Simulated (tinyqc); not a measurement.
## Dose and depth of a threshold implant

Question. A sheet of D acceptors per cm^2 lies at depth xi inside the depleted layer of a body doped Na. In the depletion approximation VT = Vfb + f2 + q D/Cox + gamma sqrt(f2 + Vsb - q D xi/(eps0 eps_r)), gamma = sqrt(2 eps0 eps_r q Na)/Cox, Cox = eps0 eox/tox. Find gamma, D and xi.

Inputs (values chosen for the exercise); band and dielectric values close to those of silicon: relative permittivity eps_r = 11.5; acceptor density deep in the body Na = 2.9e17 cm^-3; relative permittivity of the gate insulator (close to silicon nitride) eox = 7.65; insulator thickness tox = 6.7 nm; flat-band voltage Vfb = -0.56 V; band bending 2 phiF at threshold f2 = 0.876 V.

Constants: q = 1.602176634e-19 C, eps0 = 8.8541878128e-14 F/cm where lengths are in cm. Results are converted to the units shown.

VT against the source at Vsb = 0 and 2.7 V (V): 0.66246140  0.96722561

Answer. With y^2 = f2 - q D xi/(eps0 eps_r) and d the difference of the thresholds over gamma, sqrt(y^2 + Vsb) - y = d gives y = (Vsb - d^2)/(2 d). The first threshold then gives D, and y^2 gives xi.

gamma = 0.304 V^0.5
D = 5.60e11 cm^-2
xi = 18.0 nm

Numbers from tinyqc (`OMP_NUM_THREADS=1 python tinyqc.py 2080018 2080019 out.jsonl`; about 0.4 s on one thread of a shared Intel Xeon 2.30GHz).
